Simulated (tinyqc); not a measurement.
Worked calculation: one-electron ion in a basis of Gaussians. One step of it, computed by the program tinyqc.

Problem. Generalised eigenproblem. Solve H C = S C e through S^(-1/2); each column has its largest component positive (the first on a tie).

H = T + V (hartree):
$$\begin{pmatrix}
-3.217477 & -3.586711 \\
-3.586711 & -3.791741
\end{pmatrix}$$

S:
$$\begin{pmatrix}
1.000000 & 0.782178 \\
0.782178 & 1.000000
\end{pmatrix}$$

Give: eigenvalues of S; eigenvalues; coefficients.

Solution.

eigenvalues of S: [0.2178, 1.7822]

eigenvalues (hartree): [-4.0272, 0.4251]

coefficients:
$$\begin{pmatrix}
0.3691 & 1.5620 \\
0.6845 & -1.4517
\end{pmatrix}$$

For Z = 3 and l = 0 the exact lowest level is -Z^2/(2 n^2) with n = l + 1: -4.500000 hartree.
